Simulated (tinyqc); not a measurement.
Full result against the linear law: strain, valley repopulation and piezoresistance in a many-valley conduction band. Computed by tinyqc, a small Python program. Command: `OMP_NUM_THREADS=1 python tinyqc.py 3007644 3007645 out.jsonl valleys walk`. One thread of a shared host (Intel(R) Xeon(R) Processor @ 2.30GHz), about 0.02 s of CPU time with the checks.

Valleys are ellipsoids with mass m_l along the axis a and m_t across it, parabolic, with one constant relaxation time; strain shifts the valleys and leaves the masses alone. Currents are taken along [100], along the load, and along [010], across the load.

Inputs (values chosen for the exercise, for a model crystal): longitudinal mass m_l = 0.959 m_0; transverse mass m_t = 0.245 m_0; shear deformation potential Xi_u = 10 eV; dilation deformation potential Xi_d = 1.3 eV; C11 = 162 GPa; C12 = 58.2 GPa; C44 = 84 GPa; electron density n = 3.3e+16 1/cm^3; relaxation time tau = 100 fs; temperature T = 200 K.

Valley axes: <100> (6 valleys in 3 pairs). Load: uniaxial [100].

Constants: k_B = 8.617333262e-05 eV/K; m_0 = 9.1093837015e-31 kg; k_B = 1.380649e-23 J/K; hbar = 1.054571817e-34 J s; e = 1.602176634e-19 C.

Method:
- Each of the 6 valleys holds n_v = N_v (2/sqrt(pi)) F_1/2((E_F - dE_v)/(k_B T)), N_v = 2 (m_d k_B T/(2 pi hbar^2))^(3/2), m_d = (m_l m_t^2)^(1/3); E_F solves sum n_v = n and is counted from the unstrained edge.
- F_j(eta) = int_0^infinity x^j/(1 + exp(x - eta)) dx, without a gamma-function factor. It is evaluated after integrating by parts.
- Integrals over x = E/(k_B T) use 160 Gauss-Legendre points in u = sqrt(x) from 0 to sqrt(max(eta, 0) + 32).
- With eta_0 the reduced Fermi level without strain, r = F_-1/2(eta_0)/(2 F_1/2(eta_0)) (1 for a classical gas) and c = r (Xi_u/k_B T) (m_l - m_t)/(2 m_l + m_t): pi11 = -(2/3) c (S11 - S12), pi12 = -pi11/2, pi44 = 0, with S11 - S12 = 1/(C11 - C12).
- Compliances S11 = (C11 + C12)/((C11 - C12)(C11 + 2 C12)), S12 = -C12/((C11 - C12)(C11 + 2 C12)), S44 = 1/C44; stress sigma_ij = X n_i n_j for the unit vector n of the load; e_xx = S11 sigma_xx + S12 (sigma_yy + sigma_zz), e_xy = S44 sigma_xy/2 (tensor strain).
- Herring-Vogt shift of a valley with unit axis a: dE = Xi_d tr(e) + Xi_u a.e.a.
- Mobility tensor mu = e tau sum_v (n_v/n) [1/m_t + (1/m_l - 1/m_t) a a^T]; unstrained mu_0 = e tau (1/m_l + 2/m_t)/3; resistivity along d from the inverse tensor, rho_d = d.mu^-1.d/(n e), mobility along d = 1/(d.mu^-1.d); gauge pi_d = (rho_d/rho_0 - 1)/X.
- Linear theory: pi_l = pi11, pi_t = pi12.

pi11 = -122.940 1e-11/Pa

pi12 = 61.4699 1e-11/Pa

pi44 = 0 1e-11/Pa

Resistance changes (%); at 2000 MPa the strain is near or above 1 %, where band warping, left out here, matters:
```
X (MPa)  splitting (meV)  largest share  first direction   linear  second direction   linear
-2000             192.68        0.99997           194.26   245.88           -24.817  -122.94
-1000              96.34        0.99257           188.05   122.94           -24.609   -61.47
-400               38.54        0.82368            94.40    49.18           -19.536   -24.59
-150               14.45        0.53613            25.13    18.44            -9.125    -9.22
-50                 4.82        0.39799             6.84     6.15            -3.102    -3.07
50                  4.82        0.36281            -5.52    -6.15             3.007     3.07
150                14.45        0.41109           -13.35   -18.44             8.343     9.22
400                38.54        0.47461           -21.86   -49.18            16.267    24.59
1000               96.34        0.49907           -24.71  -122.94            19.635    61.47
2000              192.68        0.50000           -24.82  -245.88            19.767   122.94
```

What follows from these numbers?

Along the first direction the linear law misses by more than 10 % at every stress listed, since the splitting is not small against k_B T.

Extremes, crossings and ranges named in words are read from the listed rows.
